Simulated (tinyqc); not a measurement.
Comparisons within one model: band edges of strained Si(1-x)Ge(x) on relaxed Si(1-y)Ge(y). A value that a table varies takes the place of the one given here.

Values are linear in the Ge fraction but for ED(x) = linear - CD x (1 - x) and a(x) = linear - Ca x (1 - x). Energies are on the common scale of Ev.

Coherent growth on a (110) face: e_par = (a(y) - a(x))/a(x), e_perp = -(C11 + 3 C12 - 2 C44)/(C11 + C12 + 2 C44) e_par; exx = eyy = (e_par + e_perp)/2, ezz = e_par, exy = (e_perp - e_par)/2, eyz = ezx = 0.

A valley with unit axis u lies at Ev + gap + (av + a_valley) tr(e) + Xu (u.e.u - tr(e)/3); the Delta axes are x, y, z and the L axes [111], [1-1-1], [-11-1], [-1-11]. The second-order shift of the Delta valleys under shear is left out; it lowers the pair normal to the sheared plane by tens of meV at a shear of 1 %.

Valence edges: Ev plus the levels of the 6 x 6 matrix of X, Y, Z times spin with -Dso/3 + l exx + m (eyy + ezz) on the diagonal (cyclic), n exy off it, l = av + 2 b, m = av - b, n = sqrt(3) d. Spin-orbit term (Dso/3) L.sigma on X, Y, Z with (L_k)_ij = -i epsilon_kij: <X+|H|Y+> = -i Dso/3, <X+|H|Z-> = Dso/3, <Y+|H|Z-> = -i Dso/3, <Z+|H|X-> = -Dso/3, <Z+|H|Y-> = i Dso/3, <X-|H|Y-> = i Dso/3, and their conjugates; + and - are the spin along z.

Coherent growth: e_par = (a(y) - a(x))/a(x). (001): e_perp = -2 (C12/C11) e_par; exx = eyy = e_par, ezz = e_perp, no shear. (111): e_perp = -(2 C11 + 4 C12 - 4 C44)/(C11 + 2 C12 + 4 C44) e_par; exx = eyy = ezz = (2 e_par + e_perp)/3 and exy = eyz = ezx = (e_perp - e_par)/3. (110): e_perp = -(C11 + 3 C12 - 2 C44)/(C11 + C12 + 2 C44) e_par; exx = eyy = (e_par + e_perp)/2, ezz = e_par, exy = (e_perp - e_par)/2, eyz = ezx = 0.

Values chosen for the exercise (end members near Si and Ge, in this order; not measured data):
- a = (5.435, 5.653) angstrom (lattice constant)
- Dso = (0.044, 0.289) eV (spin-orbit splitting)
- av = (2.43, 1.23) eV (valence hydrostatic potential)
- b = (-2.11, -2.58) eV (tetragonal shear potential)
- d = (-4.77, -5.25) eV (trigonal shear potential)
- C11 = (166.6, 127.5) GPa
- C12 = (64.1, 48.2) GPa
- C44 = (79.6, 67.2) GPa
- Ev = (0, 0.69) eV (top of the unstrained valence band)
- ED = (1.144, 0.944) eV (gap to the Delta valleys)
- EL = (2.044, 0.755) eV (gap to the L valleys)
- aD = (1.77, 1.37) eV (hydrostatic potential of the Delta gap)
- aL = (-2.99, -2.81) eV (hydrostatic potential of the L gap)
- XuD = (8.89, 9.43) eV (uniaxial potential, Delta)
- XuL = (15.68, 15.53) eV (uniaxial potential, L)
- CD = 0.211 eV (bowing of the Delta gap)
- Ca = 0.024 angstrom (bowing of the lattice constant)
- face = 110 (growth face)
- y = 0 (Ge fraction of the relaxed buffer)
- x = 0.42 (Ge fraction of the layer)

## Composition of the layer

The buffer is kept. dEc = Ec(buffer) - Ec(layer), dEv = Ev(layer) - Ev(buffer); buffer edges Ev(y) and Ev(y) + min(ED, EL). The digit behind Delta or L counts whole valleys.

Results:
```
x     e_par (%)  lowest valleys  gap (eV)  next valleys above (meV)  valence splitting (meV)  dEc (eV)  dEv (eV)
0.08      -0.29          Delta2     1.081                        19                       18     0.007     0.057
0.16      -0.58          Delta2     1.019                        39                       33     0.010     0.114
0.24      -0.87          Delta2     0.960                        59                       45     0.010     0.173
0.31      -1.14          Delta2     0.911                        77                       56     0.008     0.225
0.39      -1.44          Delta2     0.856                        97                       67     0.002     0.286
0.47      -1.74          Delta2     0.804                       118                       79    -0.008     0.347
0.55      -2.05          Delta2     0.755                       139                       91    -0.021     0.410
```

The gap is 1.081 eV in the first row and 0.755 eV in the last. The lowest valleys are Delta2 throughout. Per 0.1 of x the valence offset moves by +75 meV on average; the conduction offset lies between -21 and +10 meV, not monotonically. Both carriers sit on one side for x = 0.08, 0.16, 0.24, 0.31 and 0.39, and on opposite sides elsewhere. Offsets below about 30 meV are within the spread of parameter sets, so those rows do not settle the type. Strains above 2 % can be kept only in layers of a few nanometres.

## Composition of the buffer

The layer is kept. dEc = Ec(buffer) - Ec(layer), dEv = Ev(layer) - Ev(buffer); buffer edges Ev(y) and Ev(y) + min(ED, EL). The digit behind Delta or L counts whole valleys.

Results:
```
y     e_par (%)  lowest valleys  gap (eV)  next valleys above (meV)  valence splitting (meV)  dEc (eV)  dEv (eV)
0.00      -1.55          Delta2     0.837                       105                       72    -0.001     0.309
0.14      -1.05          Delta2     0.892                        71                       59    -0.008     0.206
0.28      -0.53          Delta2     0.950                        36                       37    -0.007     0.103
0.55       0.51          Delta4     0.984                        35                       47     0.047    -0.049
0.69       1.08          Delta4     0.948                        73                      106     0.105    -0.093
0.83       1.66          Delta4     0.907                       113                      171     0.171    -0.130
0.97       2.27          Delta4     0.863                       154                      239     0.095    -0.164
```

The gap is 0.837 eV in the first row and 0.863 eV in the last, with its largest listed value, 0.984 eV, at y = 0.55: it peaks near the match y = x, since strain of either sign narrows it. The lowest valleys change: Delta2 to Delta4 between y = 0.28 and 0.55. Per 0.1 of y the valence offset moves by -49 meV on average; the conduction offset lies between -8 and +171 meV, not monotonically. Electrons and holes sit on opposite sides in every row (type II). Offsets below about 30 meV are within the spread of parameter sets, so those rows do not settle the type. Strains above 2 % can be kept only in layers of a few nanometres.

## The same layer on three faces

dEc = Ec(buffer) - Ec(layer), dEv = Ev(layer) - Ev(buffer); buffer edges Ev(y) and Ev(y) + min(ED, EL). The digit behind Delta or L counts whole valleys.

Results:
```
face   e_par (%)  lowest valleys  gap (eV)  next valleys above (meV)  valence splitting (meV)  dEc (eV)  dEv (eV)  Delta spread (meV)  L spread (meV)
(001)      -1.55          Delta4     0.831                       250                       70    -0.003     0.316                 250               0
(111)      -1.55          Delta6     0.906                       529                       69    -0.067     0.305                   0             305
(110)      -1.55          Delta2     0.837                       105                       72    -0.001     0.309                 105             240
```

On (001) only the Delta valleys split (250 meV), on (111) only the L valleys (305 meV), on (110) both (105 and 240 meV). The lowest valleys are Delta4 on (001), Delta6 on (111) and Delta2 on (110); the smallest gap is 0.831 eV on (001) and the largest 0.906 eV on (111).

## What each parameter does

dEc = Ec(buffer) - Ec(layer), dEv = Ev(layer) - Ev(buffer); buffer edges Ev(y) and Ev(y) + min(ED, EL). Each row changes one parameter from the base and keeps the others.

Results:
```
case                       gap (eV)  valence splitting (meV)  dEc (eV)  dEv (eV)
base                         0.8366                     71.8   -0.0014    0.3088
x = 0.45                     0.8171                     76.2   -0.0050    0.3319
y = 0.03                     0.8484                     69.6   -0.0032    0.2867
CD = 0.261 eV                0.8244                     71.8    0.0108    0.3088
XuD = (10.224, 10.844) eV    0.8260                     71.8    0.0092    0.3088
Dso = (0.051, 0.332) eV      0.8367                     77.5   -0.0014    0.3087
XuL = (18.032, 17.859) eV    0.8366                     71.8   -0.0014    0.3088
b = (-2.426, -2.967) eV      0.8356                     70.7   -0.0014    0.3098
av = (2.794, 1.414) eV       0.8366                     71.8    0.0054    0.3020
```

The largest shifts from the base row, up to three for each result and ties (the steps differ in size, so this ranks the rows, not the parameters). gap (eV): x -0.0195, CD -0.0122, y +0.0118; unchanged at the printed digits by XuL and av. valence splitting (meV): Dso +5.6, x +4.3, y -2.3; unchanged at the printed digits by CD, XuD, XuL and av. dEc (eV): CD +0.0122, XuD +0.0105, av +0.0068; unchanged at the printed digits by Dso, XuL and b. dEv (eV): x +0.0231, y -0.0221, av -0.0068; unchanged at the printed digits by CD, XuD and XuL. The lowest valleys of the layer are Delta2, so among the conduction-band potentials only those of that family reach the gap and dEc; the buffer is unstrained. A shift large enough to swap the lowest family would change that.

Run: tinyqc, `OMP_NUM_THREADS=1 python tinyqc.py 1080747 1080748 out.jsonl`; Intel(R) Xeon(R) Processor @ 2.30GHz, one thread, shared host; about 0.01 s of CPU time with all checks.
